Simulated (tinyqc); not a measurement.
# Permittivity and interlayer from two capacitances

Problem. A two-layer stack has Cox = eps0/(t1/e1 + t2/e2) and EOT = 3.9 eps0/Cox. Find e2, the EOT of layer 1 and, with e1 given, t1.

Inputs (values chosen for the exercise):
- e1 = 7.31 (relative permittivity of layer 1)

Constants: eps0 = 8.8541878128e-14 F/cm where lengths are in cm. Results are converted to the units shown.

Cox at t2 = 2.3 and 7.3 nm (uF/cm^2): [2.5922571, 1.5304638]

Solution. EOT is linear in t2 with slope 3.9/e2, and its intercept is the EOT of layer 1.

e2 = 21.1
EOT of layer 1 = 0.907 nm
t1 = 1.70 nm

Program tinyqc, `OMP_NUM_THREADS=1 python tinyqc.py 2010009 2010010 out.jsonl`; Intel Xeon 2.30GHz, shared host, one thread, about 0.01 s.
